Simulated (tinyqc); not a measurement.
## Insulator thickness and V0 from two charges

Problem. In an undoped wire Vg - V0 = Q/Cox + Vt ln(Q/Q0) + Vt ln(1 + Q/Q0) at the source, with Q0 = 4 eps0 eps_r Vt/R and Cox = eps0 eox/(R ln(1 + tox/R)). Find Cox, tox and V0.

Values chosen for this exercise; material values close to those of silicon: temperature T = 325 K; relative permittivity of the semiconductor eps_r = 11.7; relative permittivity of the gate insulator eox = 24; wire radius R = 4 nm.

Constants: q = 1.602176634e-19 C, kB = 1.380649e-23 J/K, Vt = kB T/q, eps0 = 8.8541878128e-14 F/cm where lengths are in cm. Results are converted to the units shown.

Qs at Vg = 0.72 and 1.12 V (nC/cm^2): [954.24781, 2445.2080]

Solution. The two equations are linear in 1/Cox and V0; tox follows by inverting the logarithm.

Cox = 4.241 uF/cm^2
tox = 10.00 nm
V0 = 0.4209 V

tinyqc, about 0.02 s, one thread, Intel Xeon 2.30GHz (shared host): `OMP_NUM_THREADS=1 python tinyqc.py 2460057 2460058 out.jsonl`
